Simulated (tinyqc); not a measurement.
Low-temperature mobility of a two-dimensional electron gas with static screening: one step, computed by the program tinyqc. Command: `OMP_NUM_THREADS=1 python tinyqc.py 3023211 3023212 out.jsonl twodeg walk`. One thread of a shared host (Intel(R) Xeon(R) Processor @ 2.30GHz), about 0.02 s of CPU time with the checks.

One subband is filled, the gas is degenerate and scatters at the Fermi circle; one permittivity serves on both sides of the interface. All formulas are in SI units, masses times m_0. Piezoelectric and polar phonons are left out, and n_s is taken as set by a gate, independent of N_i.

Question. Interface roughness. Form factors with u = q/b: screening G(q) = [1 + 9u/8 + 3u^2/8]/(1 + u)^3, remote charge P(q) = exp(-q d)/(1 + u)^3. Dielectric function eps(q) = 1 + q_TF G(q)/q, with q = 2 k_F sin(theta/2). Roughness: <|U|^2> = (e F)^2 S(q), S = pi Delta^2 Lambda^2/(1 + q^2 Lambda^2/2)^(3/2). 1/tau_t = (m/(pi hbar^3)) int_0^pi (1 - cos theta) <|U|^2>/eps(q)^2 dtheta; the quantum rate 1/tau_q drops the factor (1 - cos theta); 200 Gauss-Legendre points in s with theta = pi s^2, s from 0 to 1; mu = e tau_t/m.

Inputs (values chosen for the exercise, modelled on a silicon inversion layer):
```
quantity                                        value    unit
in-plane mass m                                 0.188     m_0
permittivity eps                                 11.6       -
roughness height Delta                           0.37      nm
correlation length Lambda                         1.2      nm
remote charge density N_i                     7.7e+10  1/cm^2
distance d of the charges from the interface     0.53      nm
```

Wave function: Fang-Howard. Roughness spectrum: exponential.

k_F = 0.4553516 1/nm

b = 1.791698 1/nm

q_TF = 1.225064 1/nm

effective field F = 0.5506535 MV/cm

Constants: m_0 = 9.1093837015e-31 kg; hbar = 1.054571817e-34 J s; e = 1.602176634e-19 C; eps_0 = 8.8541878128e-12 F/m.

Give: tau_t, roughness; tau_q, roughness; roughness mobility; tau_t/tau_q, roughness.

Answer.

tau_t, roughness = 0.8621 ps

tau_q, roughness = 1.155 ps

roughness mobility = 8065 cm^2/(V s)

tau_t/tau_q, roughness = 0.7466

k_F Lambda = 0.55: the roughness is short against the Fermi wavelength and scatters through large angles.
